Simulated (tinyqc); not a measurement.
Thermal resistances of a two-die stack.

Problem. Heat leaves through the lower die only, and the system is linear. Find the resistance R1 from the lower die to the coolant, R2 between the dies, and the rise of the upper die when both are powered.

Inputs (values chosen for the exercise):
- P1 = 56 W (power of the lower die)
- P2 = 9.4 W (power of the upper die)

rises of the lower and upper die with only the lower one powered (K): [43.12, 43.12]
rises of the lower and upper die with only the upper one powered (K): [7.238, 11.656000]

Solution. With only the lower die powered no heat crosses R2, so both dies rise by P1 R1; the difference in the second test is P2 R2; rises add.

R1 = 0.7700 K/W
R2 = 0.4700 K/W
rise of the upper die = 54.78 K

Program tinyqc, `OMP_NUM_THREADS=1 python tinyqc.py 2162130 2162131 out.jsonl`; Intel Xeon 2.30GHz, shared host, one thread, about 0.03 s.
